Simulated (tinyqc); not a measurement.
# p-n diode, drift-diffusion by the Gummel loop with Scharfetter-Gummel fluxes: what changes with what

Abrupt junction at x = 0, p side from -Lp, n side to Ln, ohmic contacts. psi is counted from the intrinsic level; n = ni exp((psi - phin)/Vt), p = ni exp((phip - psi)/Vt). Contacts: p side psi = V - Vt ln(Na/ni), p = Na, n = ni^2/Na; n side psi = Vt ln(Nd/ni), n = Nd, p = ni^2/Nd. Constant mobilities, D = mu Vt, Boltzmann statistics, SRH recombination through a mid-gap level, U = (n p - ni^2)/(tp (n + ni) + tn (p + ni)). Current is positive from the p contact to the n contact.

Parameters, values chosen for the exercise; band and dielectric values close to those of In0.53Ga0.47As: temperature T = 275 K; band gap Eg = 0.746 eV; relative permittivity eps_r = 14.1; conduction-band density of states at T Nc = 1.87e17 cm^-3; valence-band density of states at T Nv = 6.63e18 cm^-3; acceptor density of the p side Na = 3.1e15 cm^-3; donor density of the n side Nd = 4.7e16 cm^-3; electron mobility mun = 9000 cm^2/(V s); hole mobility mup = 280 cm^2/(V s); SRH lifetime of electrons tn = 2e-7 s; SRH lifetime of holes tp = 8e-7 s; length of the p side Lp = 2 um; length of the n side Ln = 5.4 um; uniform generation rate G = 0 cm^-3 s^-1.

Constants: q = 1.602176634e-19 C, kB = 1.380649e-23 J/K, Vt = kB T/q, eps0 = 8.8541878128e-14 F/cm where lengths are in cm. Results are converted to the units shown.

Each table varies one quantity; the others keep the values above.

## Current against voltage in the dark

ni = sqrt(Nc Nv) exp(-Eg/(2 Vt)), Eg in volts. Poisson and both continuity equations are solved self-consistently with Scharfetter-Gummel fluxes on a graded mesh of 500 nodes. J_scr is q times the integral of U between -xp and xn. Ideal diffusion current J_id = q ni^2 [Dn coth(wp/Le)/(Le Na) + Dp coth(wn/Lh)/(Lh Nd)] (exp(V/Vt) - 1), Le = sqrt(Dn tn), Lh = sqrt(Dp tp), wp = Lp - xp, wn = Ln - xn, with xp and xn from the depletion approximation (W = sqrt(2 eps0 eps_r (Vbi - V)(1/Na + 1/Nd)/q), xp = W Nd/(Na + Nd), xn = W Na/(Na + Nd), Vbi = Vt ln(Na Nd/ni^2)). Ideality factor = 0.004 V/(Vt ln[J(V + 0.004 V)/J(V)]). Here G = 0.

In this table G = 0 cm^-3 s^-1.

Current against voltage in the dark:
columns A: V (V); B: J (A/cm^2); C: ideality factor; D: J_scr/J (%); E: J_id (A/cm^2); F: share recombining at the contacts (%); G: larger minority/doping at -xp and xn
```
A           B     C        D        E     F        G
0.12  2.92e-4  1.01    0.986  2.94e-4  99.0  6.46e-7
0.16  0.00155  1.01    0.491  0.00157  99.5  3.46e-6
0.2   0.00826  1.01    0.244  0.00840  99.7  1.85e-5
0.23   0.0289  1.01    0.146   0.0295  99.8  6.48e-5
0.27    0.153  1.01   0.0745    0.157  99.9  3.44e-4
0.31    0.813  1.01   0.0388    0.834  99.9  0.00181
0.35     4.28  1.02   0.0201     4.43  99.9  0.00930
0.38     14.7  1.04   0.0118     15.5   100   0.0307
0.42     71.9  1.11  0.00525     81.9   100    0.136
```

J rises from 2.92e-4 to 71.9 A/cm^2; the ideality factor rises from 1.01 to 1.11. Recombination in the depleted layer stays under half of the current. Where the factor is lowest (V = 0.12 V), J is 0.74 % below the ideal diffusion current. From V = 0.42 V on the minority density at an edge of the layer exceeds a tenth of the doping, and in the last row J is 12 % below the ideal value.

## Effect of the length of the n side at fixed bias

Same model as above.

In this table V = 0.35 V.

Effect of the length of the n side at fixed bias:
columns A: Ln (um); B: J (A/cm^2); C: ideality factor; D: J_scr/J (%); E: J_id (A/cm^2); F: share recombining at the contacts (%); G: larger minority/doping at -xp and xn
```
A       B     C       D     E     F        G
5.4  4.28  1.02  0.0201  4.43  99.9  0.00930
8.9  4.27  1.02  0.0201  4.43  99.9  0.00929
15   4.27  1.02  0.0201  4.43  99.9  0.00928
24   4.26  1.03  0.0201  4.43  99.9  0.00926
40   4.24  1.03  0.0202  4.43  99.9  0.00923
66   4.21  1.04  0.0202  4.43  99.9  0.00917
110  4.16  1.05  0.0203  4.43  99.9  0.00908
```

As Ln rises from 5.4 to 110, J falls from 4.28 to 4.16 A/cm^2, the share of the depleted layer rises from 0.0201 to 0.0203 % and the share lost at the contacts stays near 99.9 %. The exponent d ln J/d ln Ln is 0.00 between the first two rows and -0.02 between the last two. J less J_scr is 6.0 % below J_id in the last row.

tinyqc, about 0.1 s, one thread, Intel Xeon 2.30GHz (shared host): `OMP_NUM_THREADS=1 python tinyqc.py 2240009 2240010 out.jsonl`
